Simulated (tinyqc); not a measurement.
Crystal pulling from the melt: segregation, interface stability, heat balance and point-defect regime: one step, computed by the program tinyqc. Command: `OMP_NUM_THREADS=1 python tinyqc.py 3019886 3019887 out.jsonl pull walk`. One thread of a shared host (Intel(R) Xeon(R) Processor @ 2.30GHz), about 0.01 s of CPU time with the checks.

A dilute solute; steady pulling with a flat interface unless it is found unstable.

Task: Boundary layer and effective coefficient. delta = 1.61 D^(1/3) nu^(1/6) omega^(-1/2), omega = 2 pi rpm/60; k_eff = k0/[k0 + (1 - k0) exp(-V delta/D)] (Burton, Prim and Slichter); the melt at the interface is enriched by k_eff/k0.

Inputs (values chosen for the exercise, modelled on aluminium in silicon):
```
quantity                      value    unit
equilibrium coefficient k0    0.002       -
diffusivity in the melt D   0.00023  cm^2/s
kinematic viscosity nu       0.0025  cm^2/s
crystal rotation                  2     rpm
pull rate V                     1.4  mm/min
```

Give: boundary layer delta; V delta/D; k_eff; enrichment at the interface.

Result:

boundary layer delta = 794.08 micrometre

V delta/D = 0.80559

k_eff = 0.0044650

enrichment at the interface = 2.2325

k_eff has moved 0.2 % of the way from k0 to 1. A 10 % ripple of V gives striations of 8.02 % in C_s, since d ln k_eff/d ln V = (1 - k_eff) V delta/D.
